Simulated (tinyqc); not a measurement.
Oxide trap near a transistor channel: two-state multiphonon kinetics, telegraph noise and bias instability: one step, computed by the program tinyqc.

An n-channel device under positive gate bias. The trap is empty (state 1) or holds an electron (state 2); both states are parabolas of equal curvature, and the electron reservoir is taken at the Fermi level of the channel.

Question. Many traps: 1/f noise. McWhorter number fluctuations for traps uniform in depth and energy: S_V = e^2 k_B T N_t lambda/(W L C_ox^2 f), C_ox = eps_ox eps_0/t_ox. The number of traps within k_B T in energy and one decade in time is N_t k_B T lambda ln(10) W L.

Inputs (values chosen for the exercise, with an insulator like HfO2 on silicon): insulator constant eps_ox = 21.7; insulator thickness t_ox = 2.8 nm; oxide field F = 2.8 MV/cm; temperature T = 350 K; channel width W = 110 nm; channel length L = 180 nm; frequency f = 100 Hz; trap density N_t = 1.2e+19 cm^-3 eV^-1.

Parts treated: one trap and an ensemble.

attenuation length lambda = 0.1770087 nm

Constants: eps_0 = 8.8541878128e-12 F/m; e = 1.602176634e-19 C; k_B = 8.617333262e-05 eV/K.

Give: C_ox; 1/f noise S_V(f); active traps per decade.

Answer.

C_ox = 6.8620 microF/cm^2

1/f noise S_V(f) = 1.7639e-10 V^2/Hz

active traps per decade = 2.9208

With one to three active traps per decade a single device still shows bumps on the 1/f trend. Caution: a field 1.5 times as high comes near the usual breakdown field of such an insulator.
